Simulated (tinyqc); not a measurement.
Free and trapped electrons in a MOS channel with a dense trap tail: one step of the calculation.

p-type body, charge-sheet picture, full ionisation (an idealisation for deep acceptors), Boltzmann statistics for free electrons. e = Ec - EF at the surface. Acceptor-like traps of density D(E) = D0 + De exp(-E/Ew) at depth E below Ec, from 0 to Eu, hold n_t = integral of D(E)/(1 + exp((e - E)/Vt)). psi = Eg - Vt ln(Nv/Na) - e; N_dep = sqrt(2 eps0 eps_r Na (psi - Vt)/q); n_f = sqrt(N_dep^2 + 2 eps0 eps_r Vt Nc exp(-e/Vt)/q) - N_dep; Vg = Vfb + psi + q (N_dep + n_t + n_f)/Cox, Cox = eps0 eox/tox.

Task. Charges and gate voltage. psi, N_dep, n_f and Vg as defined, with the n_t given; free share n_f/(n_f + n_t); apparent mobility mf n_f/(n_f + n_t); gate voltage spent on traps q n_t/Cox.

Parameters, values chosen for the exercise; band and dielectric values close to those of silicon:
- T = 250 K (temperature)
- Eg = 1.14 eV (band gap)
- eps_r = 11.7 (relative permittivity)
- Nc = 2.15e19 cm^-3 (conduction-band density of states at T)
- Nv = 2.01e19 cm^-3 (valence-band density of states at T)
- eox = 3.9 (relative permittivity of the insulator)
- tox = 56 nm (insulator thickness)
- Na = 1.3e16 cm^-3 (acceptor density)
- Vfb = -0.91 V (flat-band voltage without trapped charge)
- mf = 62 cm^2/(V s) (mobility of free electrons)
- e = 0.043 eV (Ec - EF at the surface)

Constants: q = 1.602176634e-19 C, kB = 1.380649e-23 J/K, Vt = kB T/q, eps0 = 8.8541878128e-14 F/cm where lengths are in cm. Results are converted to the units shown.

n_t = 1.3094085e12 cm^-2

Wanted: psi; N_dep; n_f; Vg; free share; apparent mobility; gate voltage spent on traps.

Result.

psi = 0.93880 V
N_dep = 3.9268e11 cm^-2
n_f = 5.9123e11 cm^-2
Vg = 5.9875 V
free share = 31.107 %
apparent mobility = 19.286 cm^2/(V s)
gate voltage spent on traps = 3.4022 V

Numbers from tinyqc (`OMP_NUM_THREADS=1 python tinyqc.py 2222068 2222069 out.jsonl`; about 0.02 s on one thread of a shared Intel Xeon 2.30GHz).
